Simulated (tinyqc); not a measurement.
# Resistance of a source-drain extension with a graded tip: what changes with what

y runs along the channel, the gate covers y > 0. The doping is N0 for y < y0 and N0 10^(-(y - y0)/la) beyond, uniform over the depth xj. Sheet conductance s(y) = q mu(N) max(N - Nch, 0) xj + (for y > 0) ma Cox Vo, with mu(N) = u0 + (u1 - u0)/(1 + (N/Nr)^au) and Cox = eps0 eox/tox. Current is taken as one-dimensional; depletion of the tip, spreading and the contact are left out. The metallurgical junction lies at yj, where N = Nch.

Parameters, values chosen for the exercise; mobility law close to that of holes in silicon:

| symbol | value | unit | meaning |
|---|---|---|---|
| eox | 3.9 |  | relative permittivity of the gate insulator (close to silicon dioxide) |
| tox | 1 | nm | insulator thickness |
| N0 | 1.8e20 | cm^-3 | active doping of the extension far from the gate |
| la | 4 | nm/decade | lateral abruptness |
| y0 | -0.8 | nm | position under the gate where the fall begins (gate edge at 0) |
| xj | 13 | nm | depth of the extension |
| Nch | 1.9e18 | cm^-3 | channel doping |
| Ls | 12 | nm | spacer length |
| Vo | 0.61 | V | gate overdrive |
| ma | 48 | cm^2/(V s) | mobility of the gate-induced layer |
| u1 | 470.5 | cm^2/(V s) | mobility at low doping |
| u0 | 44.9 | cm^2/(V s) | mobility at high doping |
| Nr | 2.23e17 | cm^-3 | reference doping |
| au | 0.719 |  | exponent |
| Lg | 45 | nm | gate length |

Constants: q = 1.602176634e-19 C, eps0 = 8.8541878128e-14 F/cm where lengths are in cm. Results are converted to the units shown.

Each table varies one quantity; the others keep the values above.

## Abruptness at a fixed junction position

R_spacer = integral of dy/s from -Ls to 0, R_ov from 0 to yj, R_channel = (Lg - 2 yj)/(ma Cox Vo), R_total = 2 R_spacer + 2 R_ov + R_channel. Electrical length L_eff = ma Cox dR_total/d(1/Vo); R_series = R_total - L_eff/(ma Cox Vo). y0 is moved with la so that yj stays at 7.1061 nm.

The same in every row: yj (nm) = 7.106; R_channel (ohm um) = 304.5.

Abruptness at a fixed junction position:
```
la (nm/decade)	R_spacer (ohm um)	R_ov (ohm um)	R_total (ohm um)	L_eff (nm)	R_series (ohm um)
1	6.693	10.27	338.4	31.70	24.89
2.1	6.693	17.43	352.8	32.66	29.72
3.1	6.693	23.94	365.8	33.53	34.12
4.2	6.953	30.88	380.2	34.49	39.08
5.3	8.879	36.48	395.2	35.39	45.25
6.3	12.29	40.45	410.0	36.12	52.73
7.4	17.75	43.88	427.8	36.84	63.46
8.5	24.81	46.60	447.3	37.45	76.90
```

What does the comparison show, and why?

As la goes from 1 to 8.5 nm/decade, R_total rises from 338 to 447 ohm um, R_spacer rises from 6.69 to 24.8 ohm um and R_ov rises from 10.3 to 46.6 ohm um. R_total changes on average by 14.5 ohm um for each nm/decade. L_eff exceeds the metallurgical length by 0.913 nm in the first row and 6.67 nm in the last, since the gate also controls the lightly doped tips.

## Effect of the gate overdrive

Same model as above.

The same in every row: yj (nm) = 7.106; R_spacer (ohm um) = 6.808.

Result of one run:
```
Vo (V)	R_ov (ohm um)	R_channel (ohm um)	R_total (ohm um)	L_eff (nm)	R_series (ohm um)
1.2	19.45	154.8	207.3	35.93	26.65
```

What becomes of these results when the gate overdrive Vo is changed from 1.2 to 1.05 V, all else the same?

Result of the changed run:
```
Vo (V)	R_ov (ohm um)	R_channel (ohm um)	R_total (ohm um)	L_eff (nm)	R_series (ohm um)
1.05	21.23	176.9	233.0	35.59	28.50
```

The whole series:
```
Vo (V)	R_ov (ohm um)	R_channel (ohm um)	R_total (ohm um)	L_eff (nm)	R_series (ohm um)
0.15	60.76	1238	1373	32.11	82.13
0.3	43.81	619.2	720.4	33.00	56.70
0.45	35.33	412.8	497.1	33.70	45.20
0.6	30.00	309.6	383.2	34.28	38.48
0.75	26.25	247.7	313.8	34.78	34.04
0.9	23.44	206.4	266.9	35.21	30.87
1.05	21.23	176.9	233.0	35.59	28.50
1.2	19.45	154.8	207.3	35.93	26.65
```

As Vo goes from 0.15 to 1.2, R_total falls from 1370 to 207 ohm um, L_eff rises from 32.1 to 35.9 nm and R_series falls from 82.1 to 26.7 ohm um. Both extracted quantities depend on the overdrive at which they are taken.

Numbers from tinyqc (`OMP_NUM_THREADS=1 python tinyqc.py 2282169 2282170 out.jsonl`; about 0.03 s on one thread of a shared Intel Xeon 2.30GHz).
